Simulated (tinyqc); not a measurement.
Pariser-Parr-Pople SCF with singles CI, for the molecule C=CC=CC=CC(=C)Cl (SMILES; centres numbered as the heavy atoms are written), step by step. One step of it, computed by the program tinyqc.

Problem. Singles CI, singlets. Over the 9 single excitations with the smallest orbital gaps: A = (e_a - e_i) delta + 2 (ia|jb) - (ij|ab), with (pq|rs) = sum c_mp c_mq gamma_mn c_nr c_ns. f = 2/3 w |mu|^2 in atomic units, mu = sqrt2 sum c_ia sum_m c_mi c_ma R_m.

orbital energies (eV): [-14.843878, -14.001126, -12.643770, -11.153752, -9.232314, -1.896021, 0.389605, 2.173566, 3.235104]

coefficients, order 1C, 2C, 3C, 4C, 5C, 6C, 7C, 8C, 9Cl:
```
[[0.070456, 0.261923, 0.357308, 0.385876, -0.387529, -0.406580, 0.442499, -0.329485, 0.173236],
 [0.125400, 0.405394, 0.424723, 0.325482, -0.182830, 0.196909, -0.415190, 0.453572, -0.288604],
 [0.195433, 0.476835, 0.209584, -0.137092, 0.415248, 0.428622, -0.054403, -0.394469, 0.396234],
 [0.257870, 0.433239, -0.070013, -0.361383, 0.331445, -0.355393, 0.364002, 0.202423, -0.447967],
 [0.335963, 0.262285, -0.378953, -0.237033, -0.347913, -0.343591, -0.393390, 0.135486, 0.454242],
 [0.393490, 0.069032, -0.412016, 0.072656, -0.405909, 0.435790, 0.110787, -0.353312, -0.416636],
 [0.477975, -0.195562, -0.155037, 0.399924, 0.210684, 0.176931, 0.383990, 0.468383, 0.326797],
 [0.258335, -0.117607, -0.140672, 0.479700, 0.440933, -0.378898, -0.417133, -0.344197, -0.197670],
 [0.558316, -0.475761, 0.534720, -0.379808, -0.097428, -0.055344, -0.088752, -0.089950, -0.056843]]
```

repulsion gamma_rs (eV), order 1C, 2C, 3C, 4C, 5C, 6C, 7C, 8C, 9Cl:
```
[[11.130000, 7.551343, 5.238109, 3.669790, 2.868666, 2.308006, 1.948618, 1.671635, 1.918953],
 [7.551343, 11.130000, 7.554085, 5.239866, 3.670416, 2.868691, 2.308235, 1.948889, 2.206662],
 [5.238109, 7.554085, 11.130000, 7.555362, 5.239866, 3.669996, 2.868691, 2.308421, 2.776206],
 [3.669790, 5.239866, 7.555362, 11.130000, 7.554085, 5.238186, 3.669542, 2.868691, 3.297749],
 [2.868666, 3.670416, 5.239866, 7.554085, 11.130000, 7.552910, 5.238186, 3.669996, 4.730441],
 [2.308006, 2.868691, 3.669996, 5.238186, 7.552910, 11.130000, 7.554085, 5.239866, 5.328110],
 [1.948618, 2.308235, 2.868691, 3.669542, 5.238186, 7.554085, 11.130000, 7.555362, 7.825864],
 [1.671635, 1.948889, 2.308421, 2.868691, 3.669996, 5.239866, 7.555362, 11.130000, 5.327607],
 [1.918953, 2.206662, 2.776206, 3.297749, 4.730441, 5.328110, 7.825864, 5.327607, 13.000000]]
```

Centres (angstrom, eV; a flat drawing with bonds scaled to 1.40 angstrom):
```
centre          x          y  core charge z          W   gamma_rr
1C       4.569000   0.364000              1  11.160000  11.130000
2C       3.389000  -0.391000              1  11.160000  11.130000
3C       2.146000   0.253000              1  11.160000  11.130000
4C       0.967000  -0.501000              1  11.160000  11.130000
5C      -0.276000   0.143000              1  11.160000  11.130000
6C      -1.456000  -0.611000              1  11.160000  11.130000
7C      -2.699000   0.033000              1  11.160000  11.130000
8C      -3.878000  -0.721000              1  11.160000  11.130000
9Cl     -2.762000   1.432000              2  26.000000  13.000000
```

Give: singlet CI matrix; singlet excitation energies; oscillator strengths.

Solution.

singlet CI matrix (eV), order 5>6, 4>6, 5>7, 3>6, 5>8, 4>7, 2>6, 5>9, 1>6:
```
[[3.8674, 0.0717, -0.0496, -0.1295, 0.1410, -0.8030, -0.0471, 0.0139, 0.0012],
 [0.0717, 5.6413, -0.0402, 0.0043, 0.0458, -0.2916, 0.1204, 0.0097, 0.1109],
 [-0.0496, -0.0402, 5.9538, 0.0672, -0.0565, 0.1239, -0.0424, 0.2220, -0.0224],
 [-0.1295, 0.0043, 0.0672, 6.6948, -0.1376, 0.4516, 0.0572, -0.0747, 0.1685],
 [0.1410, 0.0458, -0.0565, -0.1376, 7.3215, -0.4436, -0.1371, -0.0566, 0.0563],
 [-0.8030, -0.2916, 0.1239, 0.4516, -0.4436, 7.7196, 0.0531, -0.0476, -0.0353],
 [-0.0471, 0.1204, -0.0424, 0.0572, -0.1371, 0.0531, 7.7287, 0.1827, -0.3021],
 [0.0139, 0.0097, 0.2220, -0.0747, -0.0566, -0.0476, 0.1827, 7.8790, 0.2170],
 [0.0012, 0.1109, -0.0224, 0.1685, 0.0563, -0.0353, -0.3021, 0.2170, 8.6027]]
```

singlet excitation energies (eV): [3.7048, 5.5850, 5.9126, 6.5197, 7.0671, 7.5127, 8.0258, 8.3343, 8.7467]

oscillator strengths: [1.9810, 0.0075, 0.0005, 0.0202, 0.0635, 0.0186, 0.0079, 0.0709, 0.0197]
